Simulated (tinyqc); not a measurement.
## Silicon n-p-n transistor, Gummel numbers and transit times: Cut-off frequency against collector current

One-dimensional n-p-n transistor in the forward active mode at low injection. In the base p(x) = NB exp(-eta x/wb) and ni(x)^2 = ni^2 exp((g0 + g1 x/wb)/Vt); electrons leave the base at vsat; band spikes at the emitter junction and recombination inside the emitter are ignored.

f(x) = p(x) ni^2/ni(x)^2; I(x) = integral from x to wb of f/Dn, plus f(wb)/vsat; base Gummel number GB = I(0); electron density per unit flux n/(J/q) = I/f; base transit time tauB = integral of I/f over the base. ni = sqrt(Nc Nv) exp(-Eg/(2 Vt)), Eg in volts; JC = J0 exp(VBE/Vt), J0 = q ni^2/GB; collector layer one-sided, Wc = sqrt(2 eps0 eps_r (Vbc + VCB)/(q NC)), Vbc = Vt ln(NB exp(-eta) NC/ni^2), Cjc = eps0 eps_r/Wc, tauC = Wc/(2 vsat). Delay 1/(2 pi fT) = tauE + tauB + tauC + tauR with tauE = Vt (Cj + Cjc)/JC and tauR = Rc Cjc. Charge stored in the emitter is left out. The Kirk effect, also left out, sets in near JC = q NC vsat. n(0) = (JC/q) I(0)/f(0).

Values chosen for this exercise; band and dielectric values close to those of silicon:
- T = 300 K (temperature)
- Eg = 1.12 eV (band gap)
- eps_r = 11.6 (relative permittivity)
- Nc = 2.81e19 cm^-3 (conduction-band density of states at T)
- Nv = 2.66e19 cm^-3 (valence-band density of states at T)
- vsat = 1e7 cm/s (saturation velocity)
- wb = 260 nm (neutral base width)
- NB = 1e17 cm^-3 (base doping at the emitter edge)
- eta = 0 (doping falls as exp(-eta x/wb))
- g0 = 0 eV (gap reduction at the emitter edge of the base)
- g1 = 0 eV (further gap reduction across the base (linear))
- Dn = 5.3 cm^2/s (electron diffusion coefficient in the base)
- NC = 2.6e16 cm^-3 (collector doping)
- VCB = 1.9 V (collector-base reverse bias)
- Cj = 4.1 fF/um^2 (emitter junction capacitance)
- Rc = 5 ohm um^2 (emitter plus collector resistance)

Constants: q = 1.602176634e-19 C, kB = 1.380649e-23 J/K, Vt = kB T/q, eps0 = 8.8541878128e-14 F/cm where lengths are in cm. Results are converted to the units shown.

The same in every row: tauB (ps) = 66.37; tauC (ps) = 1.823; tauR (ps) = 0.001409.

Cut-off frequency against collector current:
```
JC (mA/um^2)  VBE (V)  tauE (ps)  fT (GHz)  JC/(q NC vsat)   n(0)/NB
5.3e-5         0.6644       2137   0.07216        1.272e-4  0.001656
0.00011        0.6832       1030    0.1450        2.641e-4  0.003437
0.00022        0.7011      514.9    0.2730        5.281e-4  0.006873
0.00045        0.7196      251.7    0.4975        0.001080   0.01406
0.00092        0.7381      123.1    0.8319        0.002209   0.02874
0.0019         0.7569      59.62     1.245        0.004561   0.05936
0.0038         0.7748      29.81     1.624        0.009122    0.1187
0.0078         0.7934      14.52     1.924         0.01872    0.2437
0.016          0.8120      7.080     2.114         0.03841    0.4999
```

Read the table: what changes, and by how much?

fT rises from 0.0722 to 2.11 GHz as the charging time falls as 1/JC; its limit for vanishing tauE is 2.33 GHz, of which the largest delay is tauB (97.3 %). tauE equals the other delays together at JC = 0.00166 mA/um^2. For JC = 0.0078, 0.016 the electron density at the emitter edge exceeds a fifth of NB, beyond low injection.

Range of the model: Heavy doping makes emitter or base degenerate; gE and g0 are to be read as apparent gap changes that include this.

Computed by the program tinyqc: `OMP_NUM_THREADS=1 python tinyqc.py 2320026 2320027 out.jsonl`, one thread of a shared Intel Xeon 2.30GHz, about 0.01 s for the whole run.
